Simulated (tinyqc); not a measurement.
# Rectangular fin or nanosheet with a gate all round, subbands and threshold shift from confinement: charge and subband filling against gate voltage

Undoped body with a flat potential across it, hard walls, transport along x. Three valley pairs (g = 2 each) with the longitudinal mass along x, y or z. Non-parabolicity enters the subband edges through E (1 + al E) = gamma, so E = 2 gamma/(1 + sqrt(1 + 4 al gamma)); motion within a subband is taken as parabolic with the band-edge mass. Energies are counted from the bulk band edge.

gamma = C pi^2 [a^2/(my (t + dl)^2) + b^2/(mz (H + dl)^2)], C = hbar^2/(2 m0). Each subband has N_k = g sqrt(2 mx m0 kB T/(pi hbar^2)). With degeneracy n = sum N_k F((EF - E_k)/Vt), F(x) = (1/sqrt(pi)) int_0^infinity u^(-1/2) du/(1 + exp(u - x)); gate: Vg = EF + q n/(Cg P), P = 2 (t + H), summed over the 60 lowest subbands at most, with Vg counted from the value that would put EF at the bulk band edge of an empty body. Cq = q dn/dEF.

Inputs (values chosen for the exercise); masses close to those of silicon: temperature T = 77 K; longitudinal mass ml = 0.922 m0; transverse mass mt = 0.192 m0; non-parabolicity al = 0 1/eV; width (along y) t = 9.7 nm; widening of the box by penetration into the insulator dl = 0.3 nm; gate capacitance per area of interface Cg = 3 uF/cm^2; height (along z) H = 38.8 nm.

Constants: q = 1.602176634e-19 C, kB = 1.380649e-23 J/K, hbar = 1.054571817e-34 J s, m0 = 9.1093837015e-31 kg, Vt = kB T/q, hbar^2/(2 m0) = 0.0380998212 eV nm^2. Results are converted to the units shown.

Result of one run:
```
EF - E_1 (eV)  n (cm^-1)  n/P (cm^-2)  share of the lowest subband (%)  Cq/(Cg P)  total C/(Cg P)
-0.02603         1.214e5     1.252e10                            33.17     0.1001         0.09097
```

Which gate voltage Vg gave this result: -0.02, 0.23, 0.61, 0.73 or 0.86 V?

Vg = -0.02 V.

The whole series:
```
Vg (V)  EF - E_1 (eV)  n (cm^-1)  n/P (cm^-2)  share of the lowest subband (%)  Cq/(Cg P)  total C/(Cg P)
-0.14         -0.1454   0.001891        195.0                            33.40   1.569e-9        1.569e-9
-0.02        -0.02603    1.214e5     1.252e10                            33.17     0.1001         0.09097
0.11          0.01123    1.697e7     1.749e12                            16.21      9.204          0.9020
0.23          0.02022    3.713e7     3.828e12                            10.39      15.40          0.9390
0.36          0.02729    5.946e7     6.129e12                            7.705      19.13          0.9503
0.48          0.03295    8.022e7     8.271e12                            6.337      21.18          0.9549
0.61          0.03861    1.028e8     1.060e13                            5.385      22.63          0.9577
0.73          0.04359    1.237e8     1.275e13                            4.772      23.58          0.9593
0.86          0.04878    1.464e8     1.509e13                            4.277      24.44          0.9607
```

EF passes E_1 = 0.00536 eV at Vg = 0.0321 V. The share of the lowest subband falls from 33.4 to 4.28 % and the total capacitance rises from 1.57e-9 to 0.961 of Cg P. Between the last two rows 4.0 % of the added gate voltage goes into raising EF. For Vg = 0.11, 0.23, 0.36, 0.48, 0.61, 0.73, 0.86 the charge would bend the potential across the body by some 30 mV or more, which is left out.

tinyqc, about 0.3 s, one thread, Intel Xeon 2.30GHz (shared host): `OMP_NUM_THREADS=1 python tinyqc.py 2350132 2350133 out.jsonl`
